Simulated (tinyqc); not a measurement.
Hopping conduction between localised states: one step, computed by the program tinyqc. Command: `OMP_NUM_THREADS=1 python tinyqc.py 3026768 3026769 out.jsonl hop walk`. One thread of a shared host (Intel(R) Xeon(R) Processor @ 2.30GHz), about 0.01 s of CPU time with the checks.

Energies are counted from the Fermi level. A small network shows the mechanism; the laws of an infinite system follow.

Problem. Total conductivity. Mott: T_M = 13.8/(k_B g_0 xi^2), exponent (T_M/T)^(1/3), mean hop r = (1/3) xi times the exponent. Efros-Shklovskii: T_ES = 6.5 e^2/(4 pi eps eps_0 k_B xi), exponent (T_ES/T)^(1/2). Coulomb gap width g_0 (e^2/(4 pi eps eps_0))^2. The numerical coefficients come from percolation theory and are given. sigma = s_1 exp(-E_a/k_B T) + s_2 exp(-larger of the two exponents); reduced activation energy w = d ln(sigma)/d ln(T) by a central difference of +/- 1 %.

Inputs (values chosen for the exercise, for a model defective oxide): localisation length xi = 4.4 nm; density of states g_0 = 3.5e+13 1/(eV cm^2); permittivity eps = 7.7; activation energy E_a to extended states = 0.49 eV; prefactor of activated conduction = 19 microsiemens; prefactor of hopping = 0.8 microsiemens; temperature T = 350 K.

Dimension: 2D.

Constants: k_B = 8.617333262e-05 eV/K; e^2/(4 pi eps_0) = 14.39964548 eV angstrom.

Give: activated part; hopping part; conductivity; reduced activation energy w.

Solution.

activated part = 1.671e-06 microsiemens

hopping part = 0.01363 microsiemens

conductivity = 0.01363 microsiemens

reduced activation energy w = 1.359

Hopping carries 100 %. For sigma = s exp(-(T_0/T)^p), w = p (T_0/T)^p, so the slope of ln w against ln T gives -p.
